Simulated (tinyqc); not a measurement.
MOS inversion layer, Poisson-Schroedinger loop: two steps of the calculation.

Electrons confined at an insulator interface at z = 0, treated as a hard wall; parabolic valleys, Hartree approximation, no image or exchange terms. The depletion charge lies far deeper than the electrons and gives a uniform field q Nd/(eps0 eps_r); the gate balances all charge. Energies are counted from the band edge at the interface.

Parameters, values chosen for the exercise; masses and permittivity close to those of silicon (100): relative permittivity eps_r = 11.7; mass along z of valley set A (2 valley(s)) mz1 = 0.9 m0; mass along z of valley set B (4 valley(s)) mz2 = 0.189 m0; sheet density of electrons Ns = 1.3e12 cm^-2; extra shift of set B (strain) dE = 0 eV; mesh step hz = 1.2 nm; mixing factor a = 0.5.

Constants: q = 1.602176634e-19 C, hbar = 1.054571817e-34 J s, m0 = 9.1093837015e-31 kg, eps0 = 8.8541878128e-14 F/cm where lengths are in cm, hbar^2/(2 m0) = 0.0380998212 eV nm^2. Results are converted to the units shown.

Question 1. Levels and probability densities. Tridiagonal Hamiltonian with psi = 0 one step beyond both ends: H_ii = C (1/m_(i-1/2) + 1/m_(i+1/2))/hz^2 + V0_i + U_i (+ dE for the set B), H_(i,i+1) = -C/(m_(i+1/2) hz^2), C = hbar^2/(2 m0). The lowest 2 level(s) of each valley set are kept, normalised to hz sum |psi|^2 = 1. The mass is the same on all intervals.

```
node  fixed potential V0 (eV)  self-consistent potential U at the start (eV)
1                  0.01540406                                              0
2                  0.03080812                                              0
3                  0.04621217                                              0
4                  0.06161623                                              0
5                  0.07702029                                              0
6                  0.09242435                                              0
7                  0.10782840                                              0
8                  0.12323246                                              0
9                  0.13863652                                              0
10                 0.15404058                                              0
11                 0.16944464                                              0
12                 0.18484869                                              0
13                 0.20025275                                              0
14                 0.21565681                                              0
```

Find: levels; |psi|^2 of A1; |psi|^2 of A2; |psi|^2 of B1; |psi|^2 of B2.

Answer 1.

levels (eV): A1 0.0436, A2 0.0743, B1 0.0745, B2 0.1293

```
node  |psi|^2 of A1 (1/nm)  |psi|^2 of A2 (1/nm)  |psi|^2 of B1 (1/nm)  |psi|^2 of B2 (1/nm)
1                   0.3237                0.2330                0.0834                0.0771
2                   0.3516                0.0000                0.2077                0.1086
3                   0.1294                0.2340                0.2309                0.0224
4                   0.0253                0.2529                0.1666                0.0142
5                   0.0031                0.0929                0.0890                0.1091
6                   0.0003                0.0181                0.0376                0.1748
7                   0.0000                0.0022                0.0131                0.1567
8                   0.0000                0.0002                0.0038                0.0979
9                   0.0000                0.0000                0.0010                0.0468
10                  0.0000                0.0000                0.0002                0.0180
11                  0.0000                0.0000                0.0000                0.0058
12                  0.0000                0.0000                0.0000                0.0016
13                  0.0000                0.0000                0.0000                0.0003
14                  0.0000                0.0000                0.0000                0.0001
```

Question 2. Density, output potential and mixing. n_i = sum_k N_k |psi_k|^2 (converted to cm^-3). Hartree part by Gauss: on the interval before node i the electrons still beyond are S_i = Ns - hz sum_(j<i) n_j, and U_i = U_(i-1) + q S_i hz/(eps0 eps_r) in eV, U_0 = 0 at the interface. Mixing: U(new) = U + a (U(out) - U).

columns A: node; B: z (nm); C: self-consistent potential U at the start (eV); D: |psi|^2 of A1 (1/nm); E: |psi|^2 of A2 (1/nm); F: |psi|^2 of B1 (1/nm); G: |psi|^2 of B2 (1/nm)
```
A      B  C           D           E           F           G
1    1.2  0  0.32366309  0.23298048  0.08341832  0.07713932
2    2.4  0  0.35156994  0.00000399  0.20770767  0.10859658
3    3.6  0  0.12941274  0.23398421  0.23086162  0.02235715
4    4.8  0  0.02527773  0.25292954  0.16660241  0.01421433
5      6  0  0.00312326  0.09288189  0.08900352  0.10912443
6    7.2  0  0.00026861  0.01811308  0.03759747  0.17482791
7    8.4  0  0.00001709  0.00223525  0.01306753  0.15666705
8    9.6  0  0.00000084  0.00019205  0.00383814  0.09786356
9   10.8  0  0.00000003  0.00001221  0.00097125  0.04679644
10    12  0  0.00000000  0.00000060  0.00021487  0.01802797
11  13.2  0  0.00000000  0.00000002  0.00004202  0.00576915
12  14.4  0  0.00000000  0.00000000  0.00000730  0.00155480
13  15.6  0  0.00000000  0.00000000  0.00000111  0.00034437
14  16.8  0  0.00000000  0.00000000  0.00000012  0.00005028
```

N_k (cm^-2): A1 3.5978487e11, A2 1.5026322e11, B1 6.5491159e11, B2 1.3504032e11

Give: n; U(out); U after round 1.

Answer 2.

```
node  n (1e18 cm^-3)  U(out) (eV)  U after round 1 (eV)
1              2.165      0.02413               0.01206
2              2.772      0.04343               0.02172
3              2.359      0.05656               0.02828
4              1.581      0.06444               0.03222
5              0.881      0.06880               0.03440
6              0.511      0.07119               0.03560
7              0.301      0.07245               0.03622
8              0.158      0.07303               0.03652
9              0.070      0.07327               0.03664
10             0.026      0.07335               0.03668
11             0.008      0.07338               0.03669
12             0.002      0.07338               0.03669
13             0.000      0.07338               0.03669
14             0.000      0.07338               0.03669
```

Numbers from tinyqc (`OMP_NUM_THREADS=1 python tinyqc.py 2160141 2160142 out.jsonl`; about 0.9 s on one thread of a shared Intel Xeon 2.30GHz).
